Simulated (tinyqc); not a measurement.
Mobility of a non-polar semiconductor in the relaxation-time approximation. Inputs raised by 5 %, one at a time. Computed by tinyqc, a small Python program. Command: `OMP_NUM_THREADS=1 python tinyqc.py 3017702 3017703 out.jsonl rta sens`. One thread of a shared host (Intel(R) Xeon(R) Processor @ 2.30GHz), about 0.03 s of CPU time with the checks.

Each valley is treated as a sphere of mass m_d for states and rates, with one isotropic relaxation time; the conductivity mass m_c sets the current.

Inputs (values chosen for the exercise, for a model non-polar semiconductor):
```
quantity,value,unit
longitudinal mass m_l,0.83,m_0
transverse mass m_t,0.32,m_0
equivalent valleys Z,4,-
static permittivity eps_s,7.34,-
density rho,3120,kg/m^3
sound velocity v_l,11100,m/s
acoustic deformation potential D_A,5.2,eV
phonon energy hbar w,20.2,meV
optical or intervalley deformation potential D_o,5.3,1e8 eV/cm
final valleys Z_f,3,-
carrier density n,1.2e+14,1/cm^3
compensation ratio C,0,-
temperature T,300,K
```

Band: parabolic. Impurity formula: Brooks-Herring. Further scattering: none.

Constants: k_B = 8.617333262e-05 eV/K; m_0 = 9.1093837015e-31 kg; e = 1.602176634e-19 C; hbar = 1.054571817e-34 J s; eps_0 = 8.8541878128e-12 F/m; k_B = 1.380649e-23 J/K; hbar = 6.582119569e-16 eV s.

Method:
- m_d = (m_l m_t^2)^(1/3); 1/m_c = (1/m_l + 2/m_t)/3; Hall mass factor A = 3 K_m (K_m + 2)/(2 K_m + 1)^2, K_m = m_l/m_t; N_I = n (1 + C)/(1 - C).
- Parabolic band: E = hbar^2 k^2/(2 m), speed v = hbar k/m, states per spin, volume and energy g(E) = m k/(2 pi^2 hbar^2). Here m = m_d. Masses are multiplied by m_0 and all formulas are in SI units.
- The reduced Fermi level eta = E_F/(k_B T) solves n = 2 Z int g f dE with f = 1/(1 + exp(x - eta)) (Z = 1 unless valleys are given); screening length L_s = sqrt(eps_s eps_0 k_B T/(e^2 dn/deta)), dn/deta = 2 Z int g f (1 - f) dE.
- Integrals over x = E/(k_B T) use 160 Gauss-Legendre points in u = sqrt(x) from 0 to sqrt(max(eta, 0) + 32).
- Phonon occupation N_q = 1/(exp(hbar w/(k_B T)) - 1).
- Acoustic deformation potential (elastic, equipartition, absorption and emission together): 1/tau = 2 pi k_B T D_A^2 g(E)/(hbar rho v_l^2).
- Optical or intervalley deformation potential: 1/tau = (pi Z_f D_o^2/(rho w)) [N_q g(E + hbar w) + (N_q + 1) g(E - hbar w)], with g = 0 below the band edge.
- Each optical term is multiplied by (1 - f(E'))/(1 - f(E)), E' the final energy, for Pauli blocking.
- Singly charged impurities, momentum relaxation: 1/tau = N_I e^4 m (1 + 2 alpha E) Phi/(8 pi (eps_s eps_0)^2 hbar^3 k^3), with alpha = 0 for a parabolic band.
- Brooks-Herring: Phi = ln(1 + b) - b/(1 + b), b = 4 k^2 L_s^2.
- mu = (m_d/m_c) (2 Z e/(3 n k_B T)) int g v^2 tau f (1 - f) dE.
- Averages over x are split at the emission threshold x_0 = hbar w/(k_B T): 64 Gauss-Legendre points in sqrt(x) below it and 128 in sqrt(x - x_0) above it, up to x = max(eta, 0) + 32.
- Rates are added at each energy before the average. With <y> = int g v^2 y f (1 - f) dE: Hall factor r_H = A (3 n k_B T/(2 Z m_d)) <tau^2/(1 + 2 alpha E)>/<tau>^2 (alpha = 0 for a parabolic band); Hall mobility r_H mu; |S| = (k_B/e) (<x tau>/<tau> - eta); resistivity 1/(n e mu).

Runs:
```
input moved,from,to,drift mobility mu (cm^2/(V s)),Hall factor r_H,acoustic mobility (cm^2/(V s)),ionised impurity mobility (cm^2/(V s))
base run,-,-,216.5,1.345,7404,1.072e+06
longitudinal mass m_l (m_0),0.83,0.8715,209.6,1.338,7170,1.071e+06
transverse mass m_t (m_0),0.32,0.336,198.0,1.353,6770,1.043e+06
static permittivity eps_s,7.34,7.707,216.5,1.346,7404,1.177e+06
sound velocity v_l (m/s),11100,11655,217.1,1.347,8163,1.072e+06
acoustic deformation potential D_A (eV),5.2,5.46,215.8,1.344,6716,1.072e+06
phonon energy hbar w (meV),20.2,21.21,242.0,1.355,7404,1.072e+06
temperature T (K),300,315,198.0,1.335,6882,1.144e+06
```

Exponents ln(y'/y) / ln(x'/x):
```
input,drift mobility mu,Hall factor r_H,acoustic mobility,ionised impurity mobility
longitudinal mass m_l,-0.657,-0.109,-0.658,-0.020
transverse mass m_t,-1.832,0.118,-1.835,-0.558
static permittivity eps_s,0.005,0.010,0.000,1.915
sound velocity v_l,0.059,0.018,2.000,0.000
acoustic deformation potential D_A,-0.065,-0.020,-2.000,0.000
phonon energy hbar w,2.289,0.141,0.000,0.000
temperature T,-1.827,-0.160,-1.500,1.331
```

Among the inputs moved here: drift mobility mu answers most in size to phonon energy hbar w (exponent +2.289), next to transverse mass m_t (-1.832). Hall factor r_H answers most in size to temperature T (exponent -0.160), next to phonon energy hbar w (+0.141). Acoustic mobility answers most in size to sound velocity v_l (exponent +2.000), and about equally to acoustic deformation potential D_A (-2.000); its exponent is below 0.0005 for static permittivity eps_s, phonon energy hbar w. Its exponent +2.000 in sound velocity v_l: the rate goes as 1/(rho v_l^2). Its exponent -2.000 in acoustic deformation potential D_A: the rate goes as D_A^2. Ionised impurity mobility answers most in size to static permittivity eps_s (exponent +1.915), next to temperature T (+1.331); its exponent is below 0.0005 for sound velocity v_l, acoustic deformation potential D_A, phonon energy hbar w.
